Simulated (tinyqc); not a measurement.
Ellipsometry and reflectance of a transparent film on an absorbing substrate: one step of the calculation.

Air (index 1), film, substrate with N2 = n2 - i k2; time factor exp(+i w t). q_j = sqrt(N_j^2 - sin^2 th), root with positive real part. Fresnel coefficients r_s = (q_a - q_b)/(q_a + q_b), r_p = (N_b^2 q_a - N_a^2 q_b)/(N_b^2 q_a + N_a^2 q_b). tan(Psi) exp(i Delta) = R_p/R_s, Delta taken from 0 to 360 degrees.

Problem. Psi, Delta and reflectances. beta = 2 pi d q1/lam, X = exp(-2 i beta), R = (r01 + r12 X)/(1 + r01 r12 X) for p and s.

Inputs (values chosen for the exercise):
```
symbol,value,unit,meaning
lam,800,nm,wavelength
d,39,nm,film thickness
```

q1 = 1.7745540
r01,p = -0.12541436
r01,s = -0.67681723
r12,p = 0.25379408-0.00076653i
r12,s = -0.33599165+0.00083500i

Find: beta; X; R_p; R_s; Psi; Delta; |R_p|^2; |R_s|^2.

Solution.

beta = 0.5436 rad
X = 0.4650-0.8853i
R_p = -0.0147-0.2280i
R_s = -0.7764+0.1279i
Psi = 16.19 degrees
Delta = 95.66 degrees
|R_p|^2 = 0.05219
|R_s|^2 = 0.6191

The bare substrate gives Psi = 9.129 and Delta = 179.67 degrees.

Numbers from tinyqc (`OMP_NUM_THREADS=1 python tinyqc.py 2870111 2870112 out.jsonl`; about 0.3 s on one thread of a shared Intel Xeon 2.30GHz).
